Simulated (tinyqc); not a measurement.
Worked calculation: LDA (VWN5) atom on a uniform radial grid, spin-unpolarised, for He. Computed by tinyqc, a small Python program that keeps every step. Settings: Z = 2, points = 256, R = 7.7, functional = lda,vwn, mixing = 0.4, iteration cap = 78. Command: `OMP_NUM_THREADS=1 python tinyqc.py 20164 20165 out.jsonl` (the two numbers bound the seeds that draw the settings). One thread of a shared host (Intel(R) Xeon(R) Processor @ 2.60GHz), about 0.5 s of CPU time with the checks. Later iterations appear only in the table of the cycle.

## Iteration 1

Spherical atom on a uniform radial grid r_j = j h with h = R/(N + 1), h sum u^2 = 1 and integrals as h times sums, u(0) = u(R) = 0 (atomic units):

| parameter | value |
|---|---|
| Z | 2 |
| points N | 256 |
| R | 7.700000 |
| h | 0.029961 |
| mixing | 0.400000 |
| electrons in 1s | 2 |

Three-point differences turn -u''/2 + [l(l+1)/2r^2 - Z/r + V] u = e u into a tridiagonal matrix (diagonal 1/h^2 + potential, off-diagonal -1/2h^2). D = sum f u^2; the Hartree potential y/r solves y'' = -D/r with y(0) = 0, y(R) = N_e; v_xc comes from rho = D/(4 pi r^2); E = sum f e - int D V + int D (V_H/2 + eps_xc); V(new) = V + mixing (V_H + v_xc - V).

eigenvalues (hartree): 1s -1.998208

Every 16th grid point:

| r | V in | u(1s) | D | V_H | v_xc |
|---|---|---|---|---|---|
| 0.479377 | 0.000000 | 1.039274 | 2.160183 | 2.970684 | -0.971348 |
| 0.958755 | 0.000000 | 0.797310 | 1.271406 | 1.954428 | -0.533499 |
| 1.438132 | 0.000000 | 0.458760 | 0.420921 | 1.373542 | -0.296354 |
| 1.917510 | 0.000000 | 0.234634 | 0.110106 | 1.040659 | -0.166228 |
| 2.396887 | 0.000000 | 0.112504 | 0.025314 | 0.834083 | -0.093765 |
| 2.876265 | 0.000000 | 0.051786 | 0.005364 | 0.695299 | -0.052891 |
| 3.355642 | 0.000000 | 0.023176 | 0.001074 | 0.596004 | -0.029675 |
| 3.835019 | 0.000000 | 0.010160 | 0.000206 | 0.521509 | -0.016502 |
| 4.314397 | 0.000000 | 0.004384 | 0.000038 | 0.463564 | -0.009085 |
| 4.793774 | 0.000000 | 0.001869 | 0.000007 | 0.417208 | -0.004954 |
| 5.273152 | 0.000000 | 0.000788 | 1.24e-06 | 0.379280 | -0.002679 |
| 5.752529 | 0.000000 | 0.000330 | 2.17e-07 | 0.347673 | -0.001440 |
| 6.231907 | 0.000000 | 0.000137 | 3.73e-08 | 0.320929 | -0.000768 |
| 6.711284 | 0.000000 | 0.000055 | 6.09e-09 | 0.298006 | -0.000404 |
| 7.190661 | 0.000000 | 0.000020 | 7.82e-10 | 0.278139 | -0.000196 |
| 7.670039 | 0.000000 | 1.01e-06 | 0 | 0.260755 | -0.000026 |

total energy = -2.69110869 hartree

## Iteration 2

As before.

eigenvalues (hartree): 1s -1.324287

Every 16th grid point:

| r | V in | u(1s) | D | V_H | v_xc |
|---|---|---|---|---|---|
| 0.479377 | 0.799734 | 0.981468 | 1.926561 | 2.809073 | -0.936903 |
| 0.958755 | 0.568372 | 0.810997 | 1.315431 | 1.905107 | -0.539154 |
| 1.438132 | 0.430875 | 0.516712 | 0.533983 | 1.361100 | -0.318607 |
| 1.917510 | 0.349772 | 0.297055 | 0.176484 | 1.037796 | -0.191519 |
| 2.396887 | 0.296127 | 0.161622 | 0.052243 | 0.833456 | -0.116390 |
| 2.876265 | 0.256963 | 0.084997 | 0.014449 | 0.695166 | -0.071141 |
| 3.355642 | 0.226532 | 0.043692 | 0.003818 | 0.595977 | -0.043535 |
| 3.835019 | 0.202003 | 0.022098 | 0.000977 | 0.521503 | -0.026579 |
| 4.314397 | 0.181792 | 0.011042 | 0.000244 | 0.463563 | -0.016153 |
| 4.793774 | 0.164902 | 0.005465 | 0.000060 | 0.417208 | -0.009764 |
| 5.273152 | 0.150640 | 0.002684 | 0.000014 | 0.379280 | -0.005870 |
| 5.752529 | 0.138493 | 0.001308 | 3.42e-06 | 0.347673 | -0.003509 |
| 6.231907 | 0.128064 | 0.000630 | 7.94e-07 | 0.320929 | -0.002081 |
| 6.711284 | 0.119041 | 0.000293 | 1.72e-07 | 0.298006 | -0.001206 |
| 7.190661 | 0.111177 | 0.000117 | 2.75e-08 | 0.278139 | -0.000633 |
| 7.670039 | 0.104292 | 0.000006 | 7.81e-11 | 0.260755 | -0.000088 |

total energy = -2.78798977 hartree

## Iteration 3

As before.

eigenvalues (hartree): 1s -0.969326

Every 16th grid point:

| r | V in | u(1s) | D | V_H | v_xc |
|---|---|---|---|---|---|
| 0.479377 | 1.228709 | 0.944233 | 1.783153 | 2.704291 | -0.914338 |
| 0.958755 | 0.887404 | 0.811394 | 1.316721 | 1.867992 | -0.539318 |
| 1.438132 | 0.675522 | 0.547270 | 0.599009 | 1.349896 | -0.329965 |
| 1.917510 | 0.548374 | 0.336567 | 0.226555 | 1.034666 | -0.206465 |
| 2.396887 | 0.464503 | 0.197192 | 0.077769 | 0.832619 | -0.131073 |
| 2.876265 | 0.403788 | 0.112197 | 0.025176 | 0.694947 | -0.083965 |
| 3.355642 | 0.356896 | 0.062624 | 0.007844 | 0.595921 | -0.054041 |
| 3.835019 | 0.319171 | 0.034493 | 0.002380 | 0.521489 | -0.034827 |
| 4.314397 | 0.288039 | 0.018816 | 0.000708 | 0.463559 | -0.022421 |
| 4.793774 | 0.261918 | 0.010188 | 0.000208 | 0.417207 | -0.014398 |
| 5.273152 | 0.239748 | 0.005481 | 0.000060 | 0.379280 | -0.009214 |
| 5.752529 | 0.220762 | 0.002926 | 0.000017 | 0.347673 | -0.005868 |
| 6.231907 | 0.204378 | 0.001540 | 4.74e-06 | 0.320929 | -0.003701 |
| 6.711284 | 0.190144 | 0.000776 | 1.20e-06 | 0.298006 | -0.002270 |
| 7.190661 | 0.177708 | 0.000329 | 2.17e-07 | 0.278139 | -0.001244 |
| 7.670039 | 0.166842 | 0.000018 | 6.47e-10 | 0.260755 | -0.000176 |

total energy = -2.81990919 hartree

## Convergence

Stop when input and output potentials agree to 1e-7.

Course of the cycle (hartree):

| iteration | E | e(1s) | largest \|V(out) - V(in)\| |
|---|---|---|---|
| 1 | -2.69110869 | -1.998208 | 2.35e+00 |
| 2 | -2.78798977 | -1.324287 | 1.20e+00 |
| 3 | -2.81990919 | -0.969326 | 5.96e-01 |
| 4 | -2.82885966 | -0.783028 | 2.95e-01 |
| 5 | -2.83108285 | -0.684990 | 1.50e-01 |
| 6 | -2.83160069 | -0.632908 | 7.92e-02 |
| 7 | -2.83172082 | -0.604842 | 4.34e-02 |
| 8 | -2.83175010 | -0.589471 | 2.43e-02 |
| 9 | -2.83175788 | -0.580919 | 1.39e-02 |
| 10 | -2.83176016 | -0.576093 | 8.03e-03 |
| 11 | -2.83176088 | -0.573339 | 4.68e-03 |
| ... | ... | ... | ... |
| 22 | -2.83176126 | -0.569540 | 1.44e-05 |
| 23 | -2.83176126 | -0.569536 | 8.57e-06 |
| 24 | -2.83176126 | -0.569533 | 5.08e-06 |
| 25 | -2.83176126 | -0.569531 | 3.02e-06 |
| 26 | -2.83176126 | -0.569531 | 1.79e-06 |
| 27 | -2.83176126 | -0.569530 | 1.06e-06 |
| 28 | -2.83176126 | -0.569530 | 6.30e-07 |
| 29 | -2.83176126 | -0.569529 | 3.74e-07 |
| 30 | -2.83176126 | -0.569529 | 2.22e-07 |
| 31 | -2.83176126 | -0.569529 | 1.32e-07 |
| 32 | -2.83176126 | -0.569529 | 7.81e-08 |

Converged in 32 iterations. A uniform grid resolves the cusp poorly: for a bare nucleus this grid gives 1s at -1.99821 against -Z^2/2 = -2 hartree. Before convergence this energy mixes input and output and is not variational, so it may rise towards its limit.
